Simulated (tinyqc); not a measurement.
Luttinger-Kohn k.p, four valence bands, step by step. One step of it, computed by the program tinyqc.

Question. Bloch Hamiltonian at k. P = c g1 k^2, Q = c g2 (kx^2 + ky^2 - 2 kz^2), R = c sqrt3 [-g2 (kx^2 - ky^2) + 2i g3 kx ky], S = 2 c sqrt3 g3 (kx - i ky) kz, c = hbar^2/2m = 3.809982 eV angstrom^2; rows [P+Q, -S, R, 0], [-S*, P-Q, 0, R], [R*, 0, P-Q, S], [0, R*, S*, P+Q]. The path ends lie at |k| = 0.06 1/angstrom.

Luttinger parameters chosen for this model; energies are counted downward from the top of the valence band:
```
parameter      value  unit
g1         11.520000
g2          1.860000
g3          2.830000
```

k point k (1/angstrom): 0.036000  0.012000  -0.047000

Give: H(k) at k.

Answer.

H(k) at k (eV), lower triangle (Hermitian):
```
                  3/2              1/2             -1/2    -3/2
3/2            0.1391
1/2    0.0632+0.0211i           0.1813
-1/2  -0.0141-0.0161i           0.0000           0.1813
-3/2           0.0000  -0.0141-0.0161i  -0.0632-0.0211i  0.1391
```
